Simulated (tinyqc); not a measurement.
What each parameter does: two-dimensional electron gas with Rashba and Dresselhaus coupling.

H = c k^2/m + al (ky sx - kx sy) + b1 (kx sx - ky sy) + gam kx ky (kx sy - ky sx), s the Pauli matrices, x = [100], c = hbar^2/2m0, b1 = gam (pi/L)^2 (hard walls). H = c k^2/m + B.s, so E = c k^2/m -/+ |B| and the lower state has its spin along -B.

Constants: hbar^2/2m0 = 3.80998211 eV angstrom^2.

Parameters, chosen for this exercise (of the size met in GaAs; the results hold for these values, not for the real material):
- m = 0.0705 m0 (mass)
- al = 0.022 eV angstrom (Rashba constant)
- gam = 11.2 eV angstrom^3 (bulk Dresselhaus constant)
- L = 83 angstrom (width of the (001) well)
- n = 14 1e11/cm^2 (sheet density (one subband filled))

Splittings 2|B| at k0 = sqrt(2 pi n) along [100], [110] and [-110], and E0 = c k0^2/m; 1e11/cm^2 = 1e-5/angstrom^2.

Results for these values:
```
case,[100] (meV),[110] (meV),[-110] (meV),E0 (meV)
base,1.6152,1.9646,0.6454,47.54
```

What happens to each result for n = 21 1e11/cm^2, all else kept?

Answer: [100] rises from 1.6152 to 1.9782; [110] rises from 1.9646 to 2.2272; [-110] rises from 0.6454 to 0.9694; E0 rises from 47.54 to 71.31.

The same for each parameter in turn:
```
case,[100] (meV),[110] (meV),[-110] (meV),E0 (meV)
base,1.6152,1.9646,0.6454,47.54
m = 0.07755 m0,1.6152,1.9646,0.6454,43.22
al = 0.0264 eV angstrom,1.8325,2.2256,0.9064,47.54
gam = 13.44 eV angstrom^3,1.7342,2.0965,0.5135,47.54
L = 103 angstrom,1.4439,1.6308,0.9791,47.54
n = 21 1e11/cm^2,1.9782,2.2272,0.9694,71.31
```

(tinyqc, `OMP_NUM_THREADS=1 python tinyqc.py 1452170 1452171 out.jsonl`, Intel(R) Xeon(R) Processor @ 2.30GHz, 1 thread, shared host, about 0.01 s.)
